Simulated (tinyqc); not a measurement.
Global model of a low-pressure process discharge: electron temperature, density, ion flux and ion energy: one step, computed by the program tinyqc.

Maxwellian electrons with temperature T_e in eV, one positive ion, no negative ions, uniform bulk density n; rate constants have the Arrhenius form.

Problem. Biased electrode. All bias power goes to ions: V_b = P_b/(J pi r^2). Debye length at the sheath edge lambda_D = sqrt(eps_0 T_e/(e h_L n)); Child-law sheath s = (sqrt2/3) lambda_D (2 V/T_e)^(3/4), V = V_b + V_s; ion transit time tau_i = 3 s sqrt(M/(2 e V)); collisions in the sheath s/lambda_i.

Inputs (values chosen for the exercise, of the order of those of an inductive discharge in a simple atomic gas):
```
quantity                        value  unit
ion mass M                         28     u
gas temperature T_g               300     K
bias power P_b                     60     W
radius of the biased electrode     10    cm
bias frequency                  13.56   MHz
```

ion current density J = 2.994609 mA/cm^2

T_e = 2.937409 eV

h_L = 0.3832376

plasma density n = 1.532949e+11 1/cm^3

wall potential V_s = 13.22202 V

ion mean free path = 1.129827 cm

Constants: eps_0 = 8.8541878128e-12 F/m; e = 1.602176634e-19 C; u = 1.6605390666e-27 kg.

Give: bias voltage V_b; lambda_D; sheath width s; ion transit time; transit time over bias period; s/lambda_i.

Solution.

bias voltage V_b = 63.777 V

lambda_D = 52.566 micrometre

sheath width s = 0.48279 mm

ion transit time = 62.874 ns

transit time over bias period = 0.85257

s/lambda_i = 0.042731

The sheath is nearly free of collisions.
